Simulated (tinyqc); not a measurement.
Inside a calculation. Method: geometry optimisation on the PBE/sto-3g surface (energies and gradients from PySCF), for H3+, spin multiplicity 1. Computed by tinyqc, a small Python program that keeps every step (integrals from PySCF). Settings: charge = 1, multiplicity = 1, basis = sto-3g, functional = pbe,pbe, optimiser = bfgs, first Hessian = 0.6, largest step = 0.1, iteration cap = 30. Command: `OMP_NUM_THREADS=1 python tinyqc.py 20721 20722 out.jsonl` (the two numbers bound the seeds that draw the settings). One thread of a shared host (Intel(R) Xeon(R) Processor @ 2.60GHz), about 2 s of CPU time with the checks.

## Step 1: energy and gradient

positions at the start (bohr):
```
           x         y        z
1H  -0.01134   0.09449  0.11527
2H  -0.06047  -0.11149  1.46643
3H  -0.06803   1.37950  0.64062
```

Self-consistent energy and analytic gradient at these positions.

energy = -1.2288224 hartree

gradient (hartree/bohr):
```
             x           y           z
1H  -0.0111161   0.1066086   0.2016840
2H   0.0052264   0.0592580  -0.1690795
3H   0.0058897  -0.1658666  -0.0326046
```

## Step 1: move

Quasi-Newton step p = -H^(-1) g (first H = 0.6 times the unit matrix); steps longer than 0.1 bohr are cut back (factor 0.179 here).

positions after step 1 (bohr):
```
           x         y        z
1H  -0.00803   0.06276  0.05525
2H  -0.06203  -0.12913  1.51675
3H  -0.06978   1.42886  0.65032
```

## Step 2: energy and gradient

As before.

energy = -1.2564285 hartree

gradient (hartree/bohr):
```
             x           y           z
1H  -0.0074856   0.0724935   0.1353373
2H   0.0035189   0.0344279  -0.1101260
3H   0.0039667  -0.1069213  -0.0252114
```

## Step 2: move

inverse Hessian in use (bohr^2/hartree):
```
          1         2         3         4         5         6         7         8
1   1.66596   0.00642   0.01302   0.00033   0.00639  -0.01252   0.00037  -0.01281
2   0.00642   1.60831  -0.11874  -0.00302  -0.05949   0.11491  -0.00340   0.11785
3   0.01302  -0.11874   1.42627  -0.00613  -0.11718   0.23060  -0.00689   0.23592
4   0.00033  -0.00302  -0.00613   1.66651  -0.00301   0.00589  -0.00018   0.00603
5   0.00639  -0.05949  -0.11718  -0.00301   1.61856   0.10678  -0.00338   0.10760
6  -0.01252   0.11491   0.23060   0.00589   0.10678   1.44898   0.00663  -0.22169
7   0.00037  -0.00340  -0.00689  -0.00018  -0.00338   0.00663   1.66647   0.00679
8  -0.01281   0.11785   0.23592   0.00603   0.10760  -0.22169   0.00679   1.44122
9  -0.00050   0.00383   0.00979   0.00024   0.01040  -0.01291   0.00027  -0.01423

          9
1  -0.00050
2   0.00383
3   0.00979
4   0.00024
5   0.01040
6  -0.01291
7   0.00027
8  -0.01423
9   1.66978
```

Quasi-Newton step p = -H^(-1) g (the inverse Hessian comes from BFGS updates; coordinates in the order x, y, z of each atom); steps longer than 0.1 bohr are cut back (factor 0.504 here).

positions after step 2 (bohr):
```
           x         y         z
1H  -0.00437   0.02596  -0.00993
2H  -0.06374  -0.13515   1.56319
3H  -0.07172   1.47169   0.66905
```

## Convergence

Stop when the largest gradient component is below 3e-5 hartree/bohr. The inverse Hessian follows the BFGS update with s = step, y = change of gradient.

Course of the optimisation:
```
step  E (hartree)  largest gradient (hartree/bohr)
1      -1.2288224                         2.02e-01
2      -1.2564285                         1.35e-01
3      -1.2739619                         8.50e-02
4      -1.2840187                         4.65e-02
5      -1.2886470                         1.70e-02
6      -1.2894674                         3.53e-03
7      -1.2895171                         1.60e-03
8      -1.2895278                         1.35e-03
9      -1.2895341                         5.17e-04
10     -1.2895350                         1.30e-04
11     -1.2895350                         1.09e-05
```

Final distances (angstrom):
```
pair   distance
2H-1H   0.99966
3H-1H   0.99960
3H-2H   0.99957
```

Converged in 11 steps.
